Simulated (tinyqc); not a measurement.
Inside a calculation. Method: Pariser-Parr-Pople SCF with singles CI, for the molecule [CH2+]c1ccc(N)c(F)c1 (SMILES; centres numbered as the heavy atoms are written). One step of it, computed by the program tinyqc.

Problem. Iteration 1: Fock matrix. F_rr = H_rr + P_rr gamma_rr / 2 + sum_(s != r) P_ss gamma_rs; F_rs = H_rs - P_rs gamma_rs / 2; E = tr P (H + F) / 2 + core repulsion sum_(r<s) z_r z_s gamma_rs.

P at the start, order 1C, 2C, 3C, 4C, 5C, 6N, 7C, 8F, 9C:
```
[[1.303466, 0.699219, 0.000000, -0.259623, 0.000000, 0.335581, -0.166158, 0.345373, -0.303466],
 [0.699219, 1.000000, 0.439596, 0.000000, -0.111261, 0.000000, 0.000000, -0.145997, 0.533061],
 [0.000000, 0.439596, 1.000000, 0.815641, 0.000000, -0.351382, -0.134220, 0.000000, 0.000000],
 [-0.259623, 0.000000, 0.815641, 1.000000, 0.463355, 0.000000, 0.000000, 0.028063, -0.227684],
 [0.000000, -0.111261, 0.000000, 0.463355, 1.000000, 0.785656, 0.394548, 0.000000, 0.000000],
 [0.335581, 0.000000, -0.351382, 0.000000, 0.785656, 1.000000, 0.000000, -0.372603, -0.088478],
 [-0.166158, 0.000000, -0.134220, 0.000000, 0.394548, 0.000000, 1.000000, 0.667830, 0.593895],
 [0.345373, -0.145997, 0.000000, 0.028063, 0.000000, -0.372603, 0.667830, 1.393068, -0.345373],
 [-0.303466, 0.533061, 0.000000, -0.227684, 0.000000, -0.088478, 0.593895, -0.345373, 1.303466]]
```

core matrix H (eV), order 1C, 2C, 3C, 4C, 5C, 6N, 7C, 8F, 9C:
```
[[-50.709895, -2.390000, 0.000000, 0.000000, 0.000000, 0.000000, 0.000000, 0.000000, 0.000000],
 [-2.390000, -63.189583, -2.390000, 0.000000, 0.000000, 0.000000, 0.000000, 0.000000, -2.390000],
 [0.000000, -2.390000, -60.850373, -2.390000, 0.000000, 0.000000, 0.000000, 0.000000, 0.000000],
 [0.000000, 0.000000, -2.390000, -63.575951, -2.390000, 0.000000, 0.000000, 0.000000, 0.000000],
 [0.000000, 0.000000, 0.000000, -2.390000, -72.408267, -2.240000, -2.390000, 0.000000, 0.000000],
 [0.000000, 0.000000, 0.000000, 0.000000, -2.240000, -68.086445, 0.000000, 0.000000, 0.000000],
 [0.000000, 0.000000, 0.000000, 0.000000, -2.390000, 0.000000, -73.399884, -2.100000, -2.390000],
 [0.000000, 0.000000, 0.000000, 0.000000, 0.000000, 0.000000, -2.100000, -82.618624, 0.000000],
 [0.000000, -2.390000, 0.000000, 0.000000, 0.000000, 0.000000, -2.390000, 0.000000, -65.301052]]
```

repulsion gamma_rs (eV), order 1C, 2C, 3C, 4C, 5C, 6N, 7C, 8F, 9C:
```
[[11.130000, 7.554351, 5.239893, 3.669876, 3.276914, 2.528722, 3.670277, 2.920925, 5.239290],
 [7.554351, 11.130000, 7.554252, 5.238667, 4.668924, 3.329261, 5.239290, 3.780965, 7.553649],
 [5.239893, 7.554252, 11.130000, 7.551517, 5.239290, 3.744385, 4.668262, 3.354599, 5.239191],
 [3.669876, 5.238667, 7.551517, 11.130000, 7.555640, 5.464825, 5.239574, 3.781297, 4.668433],
 [3.276914, 4.668924, 5.239290, 7.555640, 11.130000, 8.278566, 7.554252, 5.578111, 5.239893],
 [2.528722, 3.329261, 3.744385, 5.464825, 8.278566, 16.800000, 5.464118, 4.965838, 3.744892],
 [3.670277, 5.239290, 4.668262, 5.239574, 7.554252, 5.464118, 11.130000, 8.692821, 7.554351],
 [2.920925, 3.780965, 3.354599, 3.781297, 5.578111, 4.965838, 8.692821, 21.400000, 5.578230],
 [5.239290, 7.553649, 5.239191, 4.668433, 5.239893, 3.744892, 7.554351, 5.578230, 11.130000]]
```

Centres (angstrom, eV; a flat drawing with bonds scaled to 1.40 angstrom):
```
centre          x          y  core charge z          W   gamma_rr
1C       2.939000  -0.411000              1  11.160000  11.130000
2C       1.576000  -0.092000              1  11.160000  11.130000
3C       1.171000   1.248000              1  11.160000  11.130000
4C      -0.193000   1.567000              1  11.160000  11.130000
5C      -1.150000   0.546000              1  11.160000  11.130000
6N      -2.514000   0.865000              2  25.600000  16.800000
7C      -0.745000  -0.794000              1  11.160000  11.130000
8F      -1.703000  -1.815000              2  39.000000  21.400000
9C       0.618000  -1.113000              1  11.160000  11.130000
```

Give: F; pi energy.

Solution.

F (eV), order 1C, 2C, 3C, 4C, 5C, 6N, 7C, 8F, 9C:
```
[[-6.6178, -5.0311, 0.0000, 0.4764, 0.0000, -0.4243, 0.3049, -0.5044, 0.7950],
 [-5.0311, -6.6343, -4.0504, 0.0000, 0.2597, 0.0000, 0.0000, 0.2760, -4.4033],
 [0.0000, -4.0504, -8.1954, -5.4697, 0.0000, 0.6579, 0.3133, 0.0000, 0.0000],
 [0.4764, 0.0000, -5.4697, -10.8244, -4.1405, 0.0000, 0.0000, -0.0531, 0.5315],
 [0.0000, 0.2597, 0.0000, -4.1405, -14.6745, -5.4921, -3.8803, 0.0000, 0.0000],
 [-0.4243, 0.0000, 0.6579, 0.0000, -5.4921, -18.3101, 0.0000, 0.9251, 0.1657],
 [0.3049, 0.0000, 0.3133, 0.0000, -3.8803, 0.0000, -12.9288, -5.0027, -4.6332],
 [-0.5044, 0.2760, 0.0000, -0.0531, 0.0000, 0.9251, -5.0027, -26.4808, 0.9633],
 [0.7950, -4.4033, 0.0000, 0.5315, 0.0000, 0.1657, -4.6332, 0.9633, -9.4468]]
```

pi energy = -167.2760 eV
